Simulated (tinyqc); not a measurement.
# Single-band model of a thermoelectric material, step by step

A worked calculation. Computed by tinyqc, a small Python program that keeps every step. Command: `OMP_NUM_THREADS=1 python tinyqc.py 3009825 3009826 out.jsonl thermo walk`. One thread of a shared host (Intel(R) Xeon(R) Processor @ 2.30GHz), about 0.01 s of CPU time with the checks. Intermediate numbers are printed to about 7 digits and carried at full precision; extremes and crossings named in words are read from the listed rows.

One spherical band, one scattering law, no minority carriers and no phonon drag. In a real material minority carriers limit |S| to about E_g/(2 e T), so larger values are formal. eta = E_F/(k_B T) is counted from the band edge; f = 1/(1 + exp(x - eta)).

Inputs (values chosen for the exercise, for a model material):
```
quantity                                value        unit
density-of-states mass m                 0.67         m_0
mobility parameter mu_300                 340  cm^2/(V s)
temperature exponent p                      2           -
lattice thermal conductivity kappa_L      5.2     W/(m K)
carrier density n                     5.8e+18      1/cm^3
temperature T                            1030           K
```

Band: parabolic. Scattering: acoustic phonons, r = -0.5.

Constants: m_0 = 9.1093837015e-31 kg; k_B = 1.380649e-23 J/K; hbar = 1.054571817e-34 J s; k_B = 8.617333262e-05 eV/K; e = 1.602176634e-19 C.

## Fermi level

With x = E/(k_B T), a = alpha k_B T (0 for a parabolic band), G = x (1 + a x), D = 1 + 2 a x and <y> = int y f (1 - f) dx, f = 1/(1 + exp(x - eta)): tau = tau_0 G^r/D; transport function s = G^(3/2 + r)/D^2; n = N_0 <G^(3/2)> with N_0 = (2 m k_B T)^(3/2)/(3 pi^2 hbar^3). Integrals over x = E/(k_B T) use 160 Gauss-Legendre points in u = sqrt(x) from 0 to sqrt(max(eta, 0) + 32). Solve for eta.

N_0 = 6.586004e+19 1/cm^3

reduced Fermi level eta = -2.690956

## Transport integrals

The formulas are those given above.

<s> = 0.06561549

<x s> = 0.1333994

<x^2 s> = 0.4035144

<G^(3/2)> = 0.08806554

<G^(3/2 + 2r)/D^4> = 0.05736915

## Coefficients

sigma = e mu_0 N_0 <s> with mu_0 = e tau_0/m = mu_300 (T/300 K)^(-p); |S| = (k_B/e)(<x s>/<s> - eta); Lorenz number L = (k_B/e)^2 (<x^2 s>/<s> - (<x s>/<s>)^2); kappa_e = L sigma T; zT = S^2 sigma T/(kappa_L + kappa_e). Hall factor r_H = <G^(3/2)> <G^(3/2 + 2r)/D^4>/<s>^2; drift mobility sigma/(n e) with n = N_0 <G^(3/2)>; power factor S^2 sigma.

conductivity sigma = 19.97035 S/cm

Seebeck coefficient |S| = 407.0831 microvolt/K

Lorenz number L = 1.497349 1e-8 V^2/K^2

drift mobility = 21.49054 cm^2/(V s)

Hall factor r_H = 1.173469

power factor = 3.309420 microwatt/(cm K^2)

kappa_e = 0.03079967 W/(m K)

zT = 0.06516599

L is 61 % of the degenerate value pi^2/3 (k_B/e)^2 = 2.443; the classical limit for this r is (r + 5/2)(k_B/e)^2 = 1.485. The charge carriers transport 1 % of the heat.

## Limiting formulas for the Seebeck coefficient

Classical: |S| = (k_B/e)[r + 5/2 - ln(n/N_c)], N_c = (3 sqrt(pi)/4) N_0. Degenerate (Mott): |S| = (pi^2/3)(k_B/e)(r + 3/2)/eta_F, eta_F = (n/N_0)^(2/3).

Seebeck coefficients:
```
formula        |S| (microvolt/K)  deviation (%)
full integral            407.083         0.0000
classical                406.252        -0.2042
degenerate              1432.234       251.8284
```

At eta = -2.69 the classical formula is the closer one, off by 0.2 %; the other is out of its range.

## Best doping

Quality factor B = (k_B/e)^2 e mu_0 N_0 T/kappa_L; zT and the power factor are maximised over eta between -8 and 30.

quality factor B = 0.04476710

eta of the largest zT = 0.3326917

density of the largest zT = 8.650926e+19 1/cm^3

largest zT = 0.1656829

|S| at the largest zT = 184.9270 microvolt/K

eta of the largest power factor = 0.6681219

density of the largest power factor = 1.102446e+20 1/cm^3

largest power factor = 9.176723 microwatt/(cm K^2)

The sample is underdoped by a factor 14.9 and reaches 39 % of the best zT. zT peaks at a density 1.27 times lower than the power factor, because kappa_e grows with n. Caution: at so low a doping minority carriers, left out here, would cut S in a narrow-gap material.

## Against the Fermi level

The formulas are those given above.

The same material at other dopings:
```
eta    n (1/cm^3)  |S| (microvolt/K)  sigma (S/cm)  power factor (microwatt/(cm K^2))         zT
-4   1.593260e+18           517.8236  5.524007e+00                           1.481214  0.0292917
-3   4.284166e+18           432.9714  1.478777e+01                           2.772178  0.0546712
-2   1.132014e+19           350.2394  3.863108e+01                           4.738782  0.0927931
-1   2.869860e+19           272.4867  9.534252e+01                           7.079089  0.1362495
0    6.698893e+19           204.5012  2.109623e+02                           8.822601  0.1637204
1    1.379480e+20           150.8757  3.996967e+02                           9.098485  0.1585853
2    2.472179e+20           112.3892  6.473395e+02                           8.176759  0.1308259
4    5.700904e+20            68.2156  1.222941e+03                           5.690791  0.0747808
6    1.002154e+21            46.9460  1.826879e+03                           4.026299  0.0440317
10   2.108622e+21            28.3451  3.043556e+03                           2.445323  0.0199767
```

|S| falls and sigma rises with eta, so their product S^2 sigma peaks: among these rows at eta = 1, and zT at eta = 0, where |S| = 205 microvolt/K. zT stays above 90 % of its best row from n = 6.7e19 to 1.4e20 per cm^3.

Checks made by the program: |S| against (k_B/e)[(r + 5/2) F_(r+3/2)/((r + 3/2) F_(r+1/2)) - eta] by adaptive quadrature (relative difference below 1e-10).
